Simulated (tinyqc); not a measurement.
Field from the level spacing.

Problem. In a triangular well E_k = a_k (C F^2/mz1)^(1/3), a_1 = 2.338107, a_2 = 4.087949, C = hbar^2/(2 m0), F in eV/nm (1 MV/cm = 0.1 eV/nm). Find F, E_1, the mean distance 2 E_1/(3 F) of the lowest level and the sheet charge eps0 eps_r F/q behind such a field.

Inputs (values chosen for the exercise):
```
symbol,value,unit,meaning
eps_r,11.8,,relative permittivity
mz1,0.899,m0,mass along z of valley set A (2 valley(s))
```

Constants: q = 1.602176634e-19 C, hbar = 1.054571817e-34 J s, m0 = 9.1093837015e-31 kg, eps0 = 8.8541878128e-14 F/cm where lengths are in cm, hbar^2/(2 m0) = 0.0380998212 eV nm^2. Results are converted to the units shown.

spacing of the two lowest levels = 105.58647 meV

Answer. The spacing over a_2 - a_1 is the energy scale (C F^2/mz1)^(1/3), which gives F.

F = 0.7200 MV/cm
E_1 = 141.1 meV
mean distance = 1.306 nm
sheet charge over q = 4.695e12 cm^-2

Numbers from tinyqc (`OMP_NUM_THREADS=1 python tinyqc.py 2160043 2160044 out.jsonl`; about 0.7 s on one thread of a shared Intel Xeon 2.30GHz).
